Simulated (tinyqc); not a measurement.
Threshold of a short bulk MOSFET: charge sharing, barrier lowering, narrow width: two steps of the calculation.

n-channel device on a p-type body, depletion approximation, full ionisation. Uniform doping N = Na. Vbi from Boltzmann statistics is rough for the degenerate source. Cox = eps0 eox/tox.

Values chosen for this exercise; band and dielectric values close to those of silicon: temperature T = 300 K; band gap Eg = 1.12 eV; relative permittivity eps_r = 11.5; conduction-band density of states at T Nc = 2.83e19 cm^-3; valence-band density of states at T Nv = 2.63e19 cm^-3; relative permittivity of the gate insulator (close to silicon dioxide) eox = 3.9; insulator thickness tox = 3.8 nm; channel doping Na = 4.4e17 cm^-3; source and drain doping Nsd = 1e20 cm^-3; flat-band voltage for the doping Na Vfb = -0.73 V; junction depth xj = 48 nm; body-source voltage Vbs = -1 V; drain-source voltage Vds = 0.05 V; gate width W = 300 nm; shape factor of the fringing depletion at the width edges xw = 0.7854; channel length L = 400 nm.

Constants: q = 1.602176634e-19 C, kB = 1.380649e-23 J/K, Vt = kB T/q, eps0 = 8.8541878128e-14 F/cm where lengths are in cm. Results are converted to the units shown.

Task 1. Long-channel threshold and scales. ni = sqrt(Nc Nv) exp(-Eg/(2 Vt)), Eg in volts; 2 pB = 2 Vt ln(N/ni); flat band Vfb - Vt ln(N/Na); Wd = sqrt(2 eps0 eps_r (2 pB - Vbs)/(q N)); body term q N Wd/Cox; long-channel VT0 = flat band + 2 pB + body term; Vbi = Vt ln(N Nsd/ni^2); scale length l = sqrt((eps_r/eox) tox Wd).

Wanted: N; 2 pB; flat band; Wd; body term; VT0; Vbi; l.

Result 1.

N = 4.400e17 cm^-3
2 pB = 0.9066 V
flat band = -0.7300 V
Wd = 74.21 nm
body term = 0.5757 V
VT0 = 0.7523 V
Vbi = 1.047 V
l = 28.84 nm

Task 2. Short-channel and narrow-width shifts. Charge sharing (trapezoid; it ignores Vds): F = (xj/L)(sqrt(1 + 2 Wd/xj) - 1), lowering = body term times F. Barrier lowering: th = exp(-L/(2 l)) + 2 exp(-L/l), lowering = th [2 (Vbi - 2 pB) + Vds], DIBL = th. Narrow width: rise = body term times xw Wd/W. VT by each model = VT0 - lowering + rise.

2 pB = 0.90660746 V
Wd = 74.214265 nm
body term = 0.57573247 V
VT0 = 0.75233993 V
Vbi = 1.0468843 V
l = 28.837135 nm

Give: F; lowering by charge sharing; th; lowering of the barrier; DIBL; narrow-width rise; VT, charge sharing; VT, barrier lowering.

Result 2.

F = 0.12275
lowering by charge sharing = 70.672 mV
th = 9.7453e-4
lowering of the barrier = 0.32213 mV
DIBL = 0.97453 mV/V
narrow-width rise = 111.86 mV
VT, charge sharing = 0.79353 V
VT, barrier lowering = 0.86388 V

L is 13.9 scale lengths. The charge-sharing lowering is 219 times the barrier lowering; the first falls off as 1/L and the second exponentially. Both describe the same loss of gate control, so they are alternatives and are not added.

Computed by the program tinyqc: `OMP_NUM_THREADS=1 python tinyqc.py 2002059 2002060 out.jsonl`, one thread of a shared Intel Xeon 2.30GHz, about 0.01 s for the whole run.
